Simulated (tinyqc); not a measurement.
Inside a calculation. Method: plane-wave Kohn-Sham cycle with exchange-only LDA in a layered model solid. One step of it, computed by the program tinyqc.

Task: Iteration 1: levels at that k. Diagonalise the Hermitian matrix.

H (hartree), lower triangle:
```
           -3         -2         -1         +0         +1         +2        +3
-3   1.148626
-2  -0.225000   0.342944
-1   0.000000  -0.225000  -0.104657
+0   0.000000   0.000000  -0.225000  -0.194177
+1   0.000000   0.000000   0.000000  -0.225000   0.074384
+2   0.000000   0.000000   0.000000   0.000000  -0.225000   0.701025
+3   0.000000   0.000000   0.000000   0.000000   0.000000  -0.225000  1.685748
```

Give: eigenvalues.

Result:

eigenvalues (hartree): -0.4666  -0.1177  0.1591  0.4007  0.7324  1.2098  1.7362
